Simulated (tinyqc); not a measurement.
# Thermal RC ladder, step response: effects of single changes

A ladder of 2 nodes: R_i joins node i to node i + 1, the last R to the ambient; C_i is the heat capacity of node i; theta is the rise above ambient, zero at t = 0. d theta/dt = -A theta + b with b = (Pw/C_1, 0, ...), times in ms.

Inputs (values chosen for the exercise):

| symbol | value | unit | meaning |
|---|---|---|---|
| R | [0.74, 0.21] | K/W | resistances, junction to ambient |
| C | [0.39, 3] | mJ/K | heat capacities of the nodes |
| Pw | 5.1 | W | power at node 1 from t = 0 |

Each table varies one quantity; the others keep the values above.

## Single pulses of growing length

A = C^(-1) K, K_ii = 1/R_(i-1) + 1/R_i (no first term for node 1), K_(i,i+1) = K_(i+1,i) = -1/R_i. The time constants tau_k are the inverse eigenvalues of A; the rise of node 1 per watt is Z(t) = sum_k r_k (1 - exp(-t/tau_k)), with r_k = v_k1^2 tau_k/C_1 and v_k the unit eigenvectors of C^(-1/2) K C^(-1/2).

Result of one run:

| t (ms) | Z(t) (K/W) | Z/sum R | t/C_1 (K/W) | rise (K) |
|---|---|---|---|---|
| 0.48 | 0.6266 | 0.6596 | 1.231 | 3.196 |

What becomes of these results when the pulse length t is changed from 0.48 to 0.76 ms, all else the same?

Result of the changed run:

| t (ms) | Z(t) (K/W) | Z/sum R | t/C_1 (K/W) | rise (K) |
|---|---|---|---|---|
| 0.76 | 0.7495 | 0.7890 | 1.949 | 3.823 |

The whole series:

| t (ms) | Z(t) (K/W) | Z/sum R | t/C_1 (K/W) | rise (K) |
|---|---|---|---|---|
| 0.048 | 0.1135 | 0.1194 | 0.1231 | 0.5786 |
| 0.076 | 0.1716 | 0.1806 | 0.1949 | 0.8750 |
| 0.12 | 0.2526 | 0.2659 | 0.3077 | 1.288 |
| 0.19 | 0.3599 | 0.3789 | 0.4872 | 1.836 |
| 0.3 | 0.4877 | 0.5134 | 0.7692 | 2.487 |
| 0.48 | 0.6266 | 0.6596 | 1.231 | 3.196 |
| 0.76 | 0.7495 | 0.7890 | 1.949 | 3.823 |
| 1.2 | 0.8451 | 0.8896 | 3.077 | 4.310 |
| 1.9 | 0.9092 | 0.9570 | 4.872 | 4.637 |
| 3 | 0.9404 | 0.9899 | 7.692 | 4.796 |

Z rises from 0.113 to 0.940 K/W, against 0.950 K/W in the steady state. In the first row it is 7.8 % below t/C_1, the limit in which only the first heat capacity is charged. It passes half of the steady value at t = 0.3 ms among the rows.

## Pulse trains: peak against mean temperature

For pulses of length tp = 0.6 ms and period tp/D, the steady peak rise per watt is sum_k r_k (1 - exp(-tp/tau_k))/(1 - exp(-tp/(D tau_k))), and the mean is D sum R.

Result of one run:

| D | peak (K/W) | mean (K/W) | peak/mean | peak rise (K) |
|---|---|---|---|---|
| 0.5 | 0.7618 | 0.4750 | 1.604 | 3.885 |

What becomes of these results when the duty cycle D is changed from 0.5 to 0.05, all else the same?

Result of the changed run:

| D | peak (K/W) | mean (K/W) | peak/mean | peak rise (K) |
|---|---|---|---|---|
| 0.05 | 0.6890 | 0.04750 | 14.51 | 3.514 |

The whole series:

| D | peak (K/W) | mean (K/W) | peak/mean | peak rise (K) |
|---|---|---|---|---|
| 0.01 | 0.6890 | 0.009500 | 72.53 | 3.514 |
| 0.02 | 0.6890 | 0.01900 | 36.26 | 3.514 |
| 0.05 | 0.6890 | 0.04750 | 14.51 | 3.514 |
| 0.1 | 0.6891 | 0.09500 | 7.254 | 3.514 |
| 0.2 | 0.6943 | 0.1900 | 3.654 | 3.541 |
| 0.3 | 0.7100 | 0.2850 | 2.491 | 3.621 |
| 0.5 | 0.7618 | 0.4750 | 1.604 | 3.885 |
| 0.8 | 0.8680 | 0.7600 | 1.142 | 4.427 |

The peak rises from 0.689 to 0.868 K/W, while its ratio to the mean falls from 72.5 to 1.14. In the first row the peak is within 0.01 % of that of a single pulse, 0.689 K/W.

tinyqc, about 0.01 s, one thread, Intel Xeon 2.30GHz (shared host): `OMP_NUM_THREADS=1 python tinyqc.py 2520066 2520067 out.jsonl`
